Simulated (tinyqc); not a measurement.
From image to dissolution rate: chemically amplified photoresist: aerial image, acid generation, bake, development and line width. Computed by tinyqc, a small Python program. Command: `OMP_NUM_THREADS=1 python tinyqc.py 3031510 3031511 out.jsonl resist walk`. One thread of a shared host (Intel(R) Xeon(R) Processor @ 2.30GHz), about 0.02 s of CPU time with the checks.

Lines and spaces of pitch p with a two-beam-like image; x = 0 is the middle of the bright space. The resist is positive and treated as uniform in depth.

Inputs (values chosen for the exercise, for a model resist at 13.5 nm):
```
quantity                                         value     unit
pitch p                                             31       nm
image contrast c                                  0.61        -
mean dose E                                       15.7  mJ/cm^2
Dill parameter C                                 0.017  cm^2/mJ
quencher load q, relative to the acid generator   0.18        -
acid diffusivity D                                0.21   nm^2/s
bake time t                                         45        s
amplification rate k_amp                         0.084      1/s
threshold protection m_th                         0.51        -
development selectivity n                            8        -
largest rate r_max                                 280     nm/s
smallest rate r_min                              0.018     nm/s
```

Method:
- Dose E(x) = E [1 + c cos(2 pi x/p)]; acid h = 1 - exp(-C E(x)).
- Bake: the acid image is blurred by a Gaussian of variance sigma^2 = 2 D t (each Fourier term k of h, taken on 64 points, is multiplied by exp(-4 pi^2 k^2 D t/p^2)).
- The quencher then removes q, h_eff = max(h_blurred - q, 0); protection m = exp(-k_amp t h_eff).
- Mack rate r = r_max (a + 1)(1 - m)^n/(a + (1 - m)^n) + r_min, a = ((n + 1)/(n - 1))(1 - m_th)^n.

Across half a pitch:
```
x/p   x (nm)  dose (mJ/cm^2)  blurred acid  protection m  rate (nm/s)
0.00    0.00          25.277       0.31294        0.6050   3.4258e+01
0.05    1.55          24.808       0.30899        0.6141   2.9036e+01
0.10    3.10          23.448       0.29747        0.6414   1.6918e+01
0.15    4.65          21.329       0.27936        0.6869   5.9706e+00
0.20    6.20          18.659       0.25625        0.7496   1.0319e+00
0.25    7.75          15.700       0.23024        0.8270   7.0736e-02
0.30    9.30          12.741       0.20382        0.9139   1.8199e-02
0.35   10.85          10.071       0.17964        1.0000   1.8000e-02
0.40   12.40           7.952       0.16020        1.0000   1.8000e-02
0.45   13.95           6.592       0.14761        1.0000   1.8000e-02
0.50   15.50           6.123       0.14325        1.0000   1.8000e-02
```

What does the comparison show, and why?

The dose varies by a factor 4.13 across the pattern and the rate by 1900.

Extremes, crossings and ranges named in words are read from the listed rows.
